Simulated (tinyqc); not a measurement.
# Worked calculation: hot electrons in a saturated n-channel MOSFET, lucky-electron model

Computed by the program tinyqc: `OMP_NUM_THREADS=1 python tinyqc.py 2550128 2550129 out.jsonl`, one thread of a shared Intel Xeon 2.30GHz, about 0.01 s for the whole run. Printed values are rounded.

Beyond pinch-off the lateral field grows as Esat cosh(y/l) over the velocity-saturated region (pseudo-two-dimensional model). Impact ionisation in this region gives the substrate current, which biases the body forward through Rsub. Currents are per width. Local-field laws: they overstate ionisation when the field peak is narrower than an energy relaxation length.

Inputs (values chosen for the exercise); values close to those of silicon n-channel devices:
- L = 0.8 um (channel length)
- tox = 20 nm (oxide thickness)
- xj = 330 nm (junction depth)
- VT = 0.77 V (threshold)
- mu = 340 cm^2/(V s) (effective mobility)
- vs = 9.4e6 cm/s (saturation velocity)
- Ai = 2e6 1/cm (ionisation prefactor)
- Bi = 1.76 MV/cm (ionisation field)
- Rd = 0 ohm um (resistance of the lightly doped drain)
- Rsub = 12000 ohm um (substrate resistance)
- kb = 0.32 (fall of VT per volt of forward body bias)
- lm = 7.7 nm (hot-electron mean free path)
- pb = 3.2 V (oxide barrier)
- Cg = 0.0033 (prefactor of the gate current)
- m = 3.3 (lifetime exponent)
- Hl = 610 s uA/um (lifetime constant)
- Vd = 4 V (drain voltage)
- Vg = 1.7 V (gate voltage)

Constants: eps0 = 8.8541878128e-14 F/cm where lengths are in cm. Results are converted to the units shown.

## Length and field scales

Cox = 3.9 eps0/tox, l = sqrt(3 tox xj), Esat = 2 vs/mu.

Cox = 0.172657 uF/cm^2
l = 140.712 nm
Esat = 0.0552941 MV/cm
Esat L = 4.42353 V

## Iteration 1: body bias from the substrate current

Vb at the start = 0 V

Cox = 3.9 eps0/tox. Overdrive g = Vg - VT + kb Vb; Vdsat = g Esat L/(g + Esat L); Id = Cox vs (g - Vdsat); dV = Vd - Id Rd - Vdsat; Em = sqrt((dV/l)^2 + Esat^2); Isub = Id (Ai/Bi) l Em exp(-Bi/Em). Vb(new) = Rsub Isub.

Vdsat = 0.768443 V
Id = 26.2203 uA/um
dV = 3.23156 V
Em = 0.236220 MV/cm
Isub = 0.0575448 uA/um
Vb after iteration 1 = 6.90538e-4 V

## Iteration 2: body bias from the substrate current

As before.

Vdsat = 0.768594 V
Id = 26.2316 uA/um
dV = 3.23141 V
Em = 0.236209 MV/cm
Isub = 0.0575483 uA/um
Vb after iteration 2 = 6.90580e-4 V

## Course of the iteration: body bias from the substrate current

Stop when Vb changes by less than 1e-9 V, or after 60 iterations.

Course of the iteration:
```
iteration,Vb (V),|change| (V)
1,6.90538e-4,6.91e-4
2,6.90580e-4,4.21e-8
3,6.90580e-4,2.56e-12
```

Converged in 3 iterations. The change falls from 6.9e-4 in the first iteration to below the tolerance in the last.

## Gate current, lifetime and channel shortening

Id = 26.2316 uA/um
dV = 3.23141 V
Em = 0.236209 MV/cm
Isub = 0.0575483 uA/um

Ig = Cg Id exp(-pb/(lm Em)); lifetime tau = (Hl/Id)(Isub/Id)^(-m); length of the saturated region dL = l ln[(dV/l + Em)/Esat]. 1 year = 3.15576e7 s.

Isub/Id = 0.00219385
Ig = 0.00197878 pA/um
tau = 437.942 years
dL = 299.888 nm

The lifetime exceeds ten years. Integrating Ai exp(-Bi/E) over the cosh profile gives Isub/Id = 0.00203, so the closed form is 8.1 % above it.
